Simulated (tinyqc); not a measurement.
From results back to parameters: hole subbands of a hard-walled well, four-band Luttinger model. Three cases, with inputs chosen for the exercise.

Problem. At k = 0 in a hard-walled well HHn = c (g1 - 2 g2)(n pi/L)^2 - Z0 and LHn = c (g1 + 2 g2)(n pi/L)^2 + Z0, c = hbar^2/2m0. Two spacings were computed from hidden g1 and g2.

Constants: hbar^2/2m0 = 3.80998211 eV angstrom^2.

Case 1.

Values chosen (out of a larger set: near those of GaAs; not measured data): L = 65 angstrom (well width along [001]); Z0 = -0.0231 eV (shear strain energy).

HH2 - HH1 = 76.096 meV
LH1 - HH1 = 26.781 meV

Case 2.

Values chosen (out of a larger set: near those of InAs; not measured data): L = 95 angstrom (well width along [001]); Z0 = 0 eV (shear strain energy).

HH2 - HH1 = 35.624 meV
LH1 - HH1 = 141.829 meV

Case 3.

Values chosen (out of a larger set: near those of Ge; not measured data): L = 145 angstrom (well width along [001]); Z0 = -0.0317 eV (shear strain energy).

HH2 - HH1 = 27.257 meV
LH1 - HH1 = -33.353 meV

Find: u = c (pi/L)^2; g2; g1.
Solution. HH2 - HH1 = 3u (g1 - 2 g2) and LH1 - HH1 = 4 u g2 + 2 Z0.

Case 1.

u = c (pi/L)^2 = 8.900 meV
g2 = 2.05
g1 = 6.95

Case 2.

u = c (pi/L)^2 = 4.167 meV
g2 = 8.51
g1 = 19.87

Case 3.

u = c (pi/L)^2 = 1.788 meV
g2 = 4.20
g1 = 13.48

Computed by tinyqc, one run a case: `OMP_NUM_THREADS=1 python tinyqc.py N N+1 out.jsonl` with N = 1252253, 1252261, 1252410; one thread of a shared Intel(R) Xeon(R) Processor @ 2.30GHz, about 0.1 s a run at most.
